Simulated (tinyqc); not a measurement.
Capture against depth of the level: configuration-coordinate model of carrier capture at a defect.

Two parabolas of equal curvature k in one coordinate Q: with the carrier free at the band edge, U_f = k Q^2/2; with the carrier trapped, U_t = k (Q - dQ)^2/2 - ET. ER = k dQ^2/2, Huang-Rhys factor S = ER/hw, hw = 0.0646541 sqrt(k/M) eV for k in eV/angstrom^2 and M in u. The curves cross at a height Eb = (ER - ET)^2/(4 ER) above the free minimum.

Multiphonon factor for giving p = ET/hw phonons to the lattice: W = exp(-S (2 nb + 1)) ((nb + 1)/nb)^(p/2) I_p(x), nb = 1/(exp(hw/kT) - 1), x = 2 S sqrt(nb (nb + 1)), I_p the modified Bessel function. Classical limit: W = hw exp(-Eb/kT)/sqrt(4 pi ER kT). At T = 0: exp(-S) S^p/Gamma(p + 1).

Constants: kB = 8.617333262e-05 eV/K.

Parameters, chosen for this exercise (out of a larger set: of the size met at a vacancy centre in SiC; not measured data): ER = 0.46 eV (relaxation energy); hw = 0.054 eV (phonon energy of the mode); T = 400 K (temperature).

ET is varied at fixed ER, hw and T, as by moving the band edge with alloying or pressure.

Against ET:

| ET/ER | ET (eV) | Eb (eV) | log10 W | log10 W, classical |
|---|---|---|---|---|
| 0.10 | 0.046 | 0.0931 | -1.996 | -2.091 |
| 0.25 | 0.115 | 0.0647 | -1.650 | -1.732 |
| 0.50 | 0.230 | 0.0288 | -1.235 | -1.280 |
| 0.75 | 0.345 | 0.0072 | -1.010 | -1.008 |
| 1.00 | 0.460 | 0.0000 | -0.955 | -0.917 |
| 1.25 | 0.575 | 0.0072 | -1.052 | -1.008 |
| 1.50 | 0.690 | 0.0288 | -1.285 | -1.280 |
| 2.00 | 0.920 | 0.1150 | -2.102 | -2.366 |
| 3.00 | 1.380 | 0.4600 | -4.862 | -6.713 |

Capture is fastest at ET/ER = 1 among these rows, where the barrier vanishes or nearly so. The classical form is symmetric about ET = ER; the quantum one gives -1.24 at 0.5 and -1.29 at 1.5, against -1.28 for both. At ET = 3 ER it lies 1.9 decades above the classical value: deep levels capture by emitting many phonons, and the rate falls with depth by 6.0 decades per eV between the last two rows. Rows deeper than the gap of the host are formal.

Run: tinyqc, `OMP_NUM_THREADS=1 python tinyqc.py 1450592 1450593 out.jsonl`; Intel(R) Xeon(R) Processor @ 2.30GHz, one thread, shared host; about 0.01 s of CPU time with all checks.
